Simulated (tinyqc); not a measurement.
Worked calculation: G0W0 on RHF in the 6-31g basis, for H3+, spin multiplicity 1. One step of it, computed by the program tinyqc.

Question. Screening: direct RPA. With D = e_a - e_i and K = (ia|jb): diagonalise D^(1/2) (D + 4K) D^(1/2) = Z w^2 Z^T; X + Y = D^(1/2) Z w^(-1/2), each column of Z with its largest component positive (the first on a tie); E_c = (sum w - tr (D + 2K)) / 2.

orbital energies (hartree): MO1 -0.968904, MO2 -0.377446, MO3 -0.027950, MO4 0.557570, MO5 0.653537, MO6 0.872269

Two-electron integrals over orbitals (pq|rs), unique and non-zero (hartree):
```
(11|11) 0.563615    (21|21) 0.120240    (22|11) 0.438507    (22|22) 0.440240
(31|11) 0.085460    (31|22) -0.005533   (31|31) 0.065533    (32|21) -0.087201
(32|32) 0.093733    (33|11) 0.393752    (33|22) 0.365689    (33|31) 0.018726
(33|33) 0.348691    (41|11) 0.079065    (41|22) 0.074985    (41|31) 0.001087
(41|33) 0.044300    (41|41) 0.054731    (42|21) 0.066281    (42|32) -0.041624
(42|42) 0.064189    (43|11) -0.030088   (43|22) -0.040050   (43|31) 0.007880
(43|33) -0.014271   (43|41) -0.011724   (43|43) 0.019993    (44|11) 0.446083
(44|22) 0.409837    (44|31) 0.022655    (44|33) 0.344320    (44|41) 0.065515
(44|43) -0.042029   (44|44) 0.417320    (51|21) -0.060527   (51|32) 0.033983
(51|42) -0.055281   (51|51) 0.049068    (52|11) -0.103612   (52|22) -0.103359
(52|31) 0.002415    (52|33) -0.047915   (52|41) -0.058325   (52|43) 0.030884
(52|44) -0.102208   (52|52) 0.083499    (53|21) 0.002388    (53|32) 0.015473
(53|42) 0.024346    (53|51) -0.020093   (53|53) 0.030404    (54|21) -0.128444
(54|32) 0.098891    (54|42) -0.082657   (54|51) 0.073659    (54|53) -0.007449
(54|54) 0.157283    (55|11) 0.409772    (55|22) 0.419582    (55|31) -0.010732
(55|33) 0.342893    (55|41) 0.080555    (55|43) -0.041233   (55|44) 0.405287
(55|52) -0.111718   (55|55) 0.423992    (61|11) -0.077401   (61|22) 0.014354
(61|31) -0.067004   (61|33) -0.032187   (61|41) -0.009912   (61|43) -0.024647
(61|44) -0.000352   (61|52) -0.017001   (61|55) 0.024336    (61|61) 0.101074
(62|21) 0.055289    (62|32) -0.032996   (62|42) 0.045170    (62|51) -0.039673
(62|53) 0.019601    (62|54) -0.066702   (62|62) 0.039683    (63|11) -0.140722
(63|22) -0.068007   (63|31) -0.050933   (63|33) -0.057309   (63|41) -0.042453
(63|43) 0.006651    (63|44) -0.081162   (63|52) 0.045604    (63|55) -0.061091
(63|61) 0.059882    (63|63) 0.081242    (64|11) -0.024536   (64|22) 0.043516
(64|31) -0.050011   (64|33) 0.004272    (64|41) 0.025284    (64|43) -0.017981
(64|44) 0.020684    (64|52) -0.038194   (64|55) 0.057320    (64|61) 0.059154
(64|63) 0.023474    (64|64) 0.062711    (65|21) -0.082343   (65|32) 0.071368
(65|42) -0.056965   (65|51) 0.049431    (65|53) -0.001773   (65|54) 0.103565
(65|62) -0.041763   (65|65) 0.074160    (66|11) 0.553413    (66|22) 0.408910
(66|31) 0.101475    (66|33) 0.394357    (66|41) 0.089200    (66|43) -0.012314
(66|44) 0.426953    (66|52) -0.091105   (66|55) 0.388917    (66|61) -0.126709
(66|63) -0.162420   (66|64) -0.048079   (66|66) 0.604231
```

Give: D^(1/2) (D + 4K) D^(1/2); excitation energies w; X + Y; RPA correlation energy.

Answer.

D^(1/2) (D + 4K) D^(1/2) (hartree^2), lower triangle:
```
        1>2     1>3     1>4    1>5    1>6
1>2   0.634
1>3   0.000   1.132
1>4   0.000   0.005   2.664
1>5  -0.237   0.000   0.000  2.951
1>6   0.000  -0.353  -0.066  0.000  4.134
```

excitation energies w (hartree): 0.781  1.045  1.631  1.725  2.044

X + Y:
```
         1      2       3       4       5
1>2  0.866  0.000   0.000  -0.059   0.000
1>3  0.000  0.943  -0.005   0.000  -0.078
1>4  0.000  0.002   0.966   0.000  -0.038
1>5  0.145  0.000   0.000   0.965   0.000
1>6  0.000  0.153   0.046   0.000   0.942
```

RPA correlation energy = -0.03892 hartree
